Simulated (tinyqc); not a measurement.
Undoped gate-all-around wire MOSFET, analytic charge model: two steps of the calculation.

An undoped round wire of radius R under an insulator shell and a surrounding gate; long channel, electrons only, n = ni exp((psi - V)/Vt) with V the quasi-Fermi potential (0 at the source, Vd at the drain), constant mobility, no quantisation. The radial Poisson equation gives n(r) = n(0)/(1 - (1 - b) r^2/R^2)^2 with b = Q0/(Q + Q0). Q is the electron charge per area of the wire surface.

Inputs (values chosen for the exercise); material values those of a made-up semiconductor: temperature T = 273 K; wire radius R = 20 nm; channel mobility mu = 260 cm^2/(V s); gate length L = 2 um; gate voltage Vg = 0.35 V; drain voltage Vd = 0.3 V.

Constants: q = 1.602176634e-19 C, kB = 1.380649e-23 J/K, Vt = kB T/q. Results are converted to the units shown.

Problem 1. Charge at the source by substitution. With V = 0: u = Vg - V0 - Q/Cox, then Q(new) = (Q0/2)[sqrt(1 + 4 exp(u/Vt)) - 1], the root of Vt ln[(Q/Q0)(1 + Q/Q0)] = u.

Q after iteration 1 = 3.4501636 nC/cm^2
Cox = 1.5483010 uF/cm^2
Q0 = 50.824614 nC/cm^2
V0 = 0.41173703 V

Wanted: u; Q after iteration 2.

Solution 1.

u = -0.063965 V
Q after iteration 2 = 3.1555 nC/cm^2

Problem 2. Drain current and line charge. Q solves Vg - V0 - V = Q/Cox + Vt ln(Q/Q0) + Vt ln(1 + Q/Q0). I = mu (2 pi R/L)[2 Vt (Qs - Qd) + (Qs^2 - Qd^2)/(2 Cox) + Vt Q0 ln((Qd + Q0)/(Qs + Q0))], with Qs at V = 0 and Qd at V = Vd. Electrons per length at the source: 2 pi R Qs/q; surface over centre density: (1 + Qs/Q0)^2.

Qs = 3.1778538 nC/cm^2
Qd = 1.0669539e-5 nC/cm^2
Cox = 1.5483010 uF/cm^2
Q0 = 50.824614 nC/cm^2

Find: first term; second term; third term; I; electrons per length; surface over centre density.

Solution 2.

first term = 0.002443 uA
second term = 5.328e-5 uA
third term = -0.001185 uA
I = 0.001311 uA
electrons per length = 0.02492 1/nm
surface over centre density = 1.129

The square-law term makes up 4.06 % of the current.

Computed by the program tinyqc: `OMP_NUM_THREADS=1 python tinyqc.py 2460164 2460165 out.jsonl`, one thread of a shared Intel Xeon 2.30GHz, about 0.02 s for the whole run.
